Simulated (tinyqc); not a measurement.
Oxide trap near a transistor channel: two-state multiphonon kinetics, telegraph noise and bias instability. Which input was changed? Computed by tinyqc, a small Python program. Command: `OMP_NUM_THREADS=1 python tinyqc.py 3011822 3011823 out.jsonl oxidetrap which`. One thread of a shared host (Intel(R) Xeon(R) Processor @ 2.30GHz), about 0.06 s of CPU time with the checks.

An n-channel device under positive gate bias. The trap is empty (state 1) or holds an electron (state 2); both states are parabolas of equal curvature, and the electron reservoir is taken at the Fermi level of the channel.

Inputs (values chosen for the exercise, with an insulator like HfO2 on silicon):
```
quantity                                  value         unit
insulator constant eps_ox                  21.5            -
insulator thickness t_ox                    3.3           nm
trap depth x from the interface            0.51           nm
tunnel barrier phi_b                       1.53           eV
tunnelling mass m_ox                       0.19          m_0
trap level above E_F at zero field E_t     0.11           eV
relaxation energy E_R                       1.1           eV
oxide field F                               1.4        MV/cm
attempt rate k_0 at the interface         8e+12          1/s
temperature T                               200            K
channel width W                              64           nm
channel length L                            190           nm
frequency f                                  30           Hz
stress time t_s                            0.06            s
trap density N_t                        4.5e+19  cm^-3 eV^-1
mean capture barrier mu_c                  0.99           eV
spread of the barriers s_c                 0.34           eV
saturation shift dV_max                      32           mV
```

Parts treated: one trap and an ensemble.

Constants: hbar^2/(2 m_0) = 3.80998212 eV angstrom^2; k_B = 8.617333262e-05 eV/K; e = 1.602176634e-19 C; eps_0 = 8.8541878128e-12 F/m.

Method:
- kappa = sqrt(2 m_ox phi_b)/hbar = sqrt(m_ox phi_b/(hbar^2/2m_0)); attenuation length lambda = 1/(2 kappa); factor exp(-x/lambda) for a rectangular barrier.
- E_21 = E_t - e F x is the energy of state 2 over state 1; barriers E_c = (E_R + E_21)^2/(4 E_R), E_e = E_c - E_21; tau_c = exp(E_c/k_B T)/(k_0 P), tau_e = exp(E_e/k_B T)/(k_0 P), P the tunnelling factor; occupation f_2 = tau_e/(tau_c + tau_e); 1/tau_0 = 1/tau_c + 1/tau_e.
- Charge-sheet step dV = e (t_ox - x)/(eps_ox eps_0 W L); Lorentzian spectrum S(f) = 4 dV^2 tau_0^2/((tau_c + tau_e)(1 + (2 pi f tau_0)^2)); corner 1/(2 pi tau_0); variance dV^2 f_2 (1 - f_2) = dV^2 tau_0/(tau_c + tau_e).
- McWhorter number fluctuations for traps uniform in depth and energy: S_V = e^2 k_B T N_t lambda/(W L C_ox^2 f), C_ox = eps_ox eps_0/t_ox. The number of traps within k_B T in energy and one decade in time is N_t k_B T lambda ln(10) W L.
- For a normal spread of capture barriers (given for the stress field, with depth and field not resolved, k_0 being taken as the effective rate of the ensemble), traps with barrier below k_B T ln(k_0 t) are filled: dV(t) = (dV_max/2) erfc((mu_c - k_B T ln(k_0 t))/(sqrt(2) s_c)); local exponent n = d ln dV/d ln t (central difference, factor 1.01 in t).

Question. One of these inputs alone was changed, within the range given: trap level above E_F at zero field E_t (0.055 to 0.22); tunnelling mass m_ox (0.095 to 0.38); stress time t_s (0.03 to 0.12); trap density N_t (2.25e+19 to 9e+19). Which one, and to what value?

Results:
```
run     1/f noise S_V(f) (V^2/Hz)  corner frequency (Hz)  shift after t_s (mV)
before               2.968546e-09               29740.79              1.944617
after                3.740368e-09               29740.79              1.944617
```

Answer.

Each candidate set to reproduce 1/f noise S_V(f), and what it then gives:
```
candidate                                       range searched  value needed  corner frequency (Hz)  shift after t_s (mV)
trap level above E_F at zero field E_t (eV)      0.055 to 0.22     no effect                      -                     -
tunnelling mass m_ox (m_0)                       0.095 to 0.38        0.1197                  53192                1.9446
stress time t_s (s)                               0.03 to 0.12     no effect                      -                     -
trap density N_t (cm^-3 eV^-1)               2.25e+19 to 9e+19      5.670e19                  29741                1.9446
```

Only trap density N_t fits every result: it went from 4.5e+19 to 5.67e19 cm^-3 eV^-1. The next best candidate, tunnelling mass m_ox, misses one result by 79 %.
